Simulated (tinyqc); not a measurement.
Hueckel theory of the pi electrons, for the molecule O=c1cccccc1 (SMILES; centres numbered as the heavy atoms are written), step by step. One step of it, computed by the program tinyqc.

Problem. Energy, charges, bond orders. E = sum n x; q_r = z_r - P_rr; bond order p = P_rs; free valence = sqrt(3) - sum of p over the bonds of the atom.

x values: 2.190911  1.623195  1.246980  0.760483  -0.445042  -0.596629  -1.801938  -1.897959

occupations: 2.000000  2.000000  2.000000  2.000000  0.000000  0.000000  0.000000  0.000000

charge and bond-order matrix P, lower triangle:
```
           1O         2C         3C         4C         5C        6C        7C        8C
1O   1.771251
2C   0.497783   0.826598
3C  -0.179908   0.552665   0.919744
4C  -0.167051   0.143396   0.697605   0.883787
5C   0.135718  -0.187272   0.107438   0.604631   0.897545
6C   0.135718  -0.187272  -0.280247   0.121196   0.682396  0.897545
7C  -0.167051   0.143396  -0.173514  -0.202481   0.121196  0.604631  0.883787
8C  -0.179908   0.552665   0.221161  -0.173514  -0.280247  0.107438  0.697605  0.919744
```

Centres:
```
centre  z_r, pi electrons of the neutral centre         h
1O                                            1  1.080000
2C                                            1  0.000000
3C                                            1  0.000000
4C                                            1  0.000000
5C                                            1  0.000000
6C                                            1  0.000000
7C                                            1  0.000000
8C                                            1  0.000000
```

Bonds:
```
i  j         k
1  2  0.950000
2  3         1
3  4         1
4  5         1
5  6         1
6  7         1
7  8         1
8  2         1
```

Give: pi energy = 8 alpha + this times beta; pi charges; Bond orders and lengths from R = 1.517 - 0.180 p; free valence of the carbons; gap between the highest filled and the next level.

Solution.

pi energy = 8 alpha + this times beta = 11.643

pi charges: 1O -0.771, 2C 0.173, 3C 0.080, 4C 0.116, 5C 0.102, 6C 0.102, 7C 0.116, 8C 0.080

Bond orders and lengths from R = 1.517 - 0.180 p (angstrom, C-C alone):
```
bond      p      R
1-2   0.498      -
2-3   0.553  1.418
3-4   0.698  1.391
4-5   0.605  1.408
5-6   0.682  1.394
6-7   0.605  1.408
7-8   0.698  1.391
8-2   0.553  1.418
```

free valence of the carbons: 2C 0.129, 3C 0.482, 4C 0.430, 5C 0.445, 6C 0.445, 7C 0.430, 8C 0.482

gap between the highest filled and the next level = 1.206 |beta|
